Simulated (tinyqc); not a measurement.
Narrowing from the saturation current.

Question. A uniform n-type emitter has J0 = (q p0 D/L)(s + tanh(W/L))/(1 + s tanh(W/L)), D = mup Vt, s = S L/D, and p0 = (ni^2/N) exp(dE_app/kB T), where dE_app = dEg + kB T ln[(N/Nc) exp(-eta)]. Find p0, dE_app and dEg.

Parameters, values chosen for the exercise; band and dielectric values close to those of silicon:
- T = 350 K (temperature)
- Nc = 3.58e19 cm^-3 (conduction-band density of states at 350 K)
- N = 5.7e19 cm^-3 (ionised donor density)
- mup = 110 cm^2/(V s) (minority-hole mobility)
- W = 62 nm (emitter width)
- S = 1600 cm/s (recombination velocity at the contact)

Constants: q = 1.602176634e-19 C, kB = 1.380649e-23 J/K, Vt = kB T/q. Results are converted to the units shown.

J0 = 10179.162 fA/cm^2
L = 752.00233 nm
ni = 2.5265140e11 cm^-3
converged eta = 1.0160464

Answer. J0 gives p0, its ratio to ni^2/N gives dE_app, and the degeneracy term is taken off.

p0 = 1.219e4 cm^-3
dE_app = 72.00 meV
dEg = 88.61 meV

Program tinyqc, `OMP_NUM_THREADS=1 python tinyqc.py 2330069 2330070 out.jsonl`; Intel Xeon 2.30GHz, shared host, one thread, about 0.01 s.
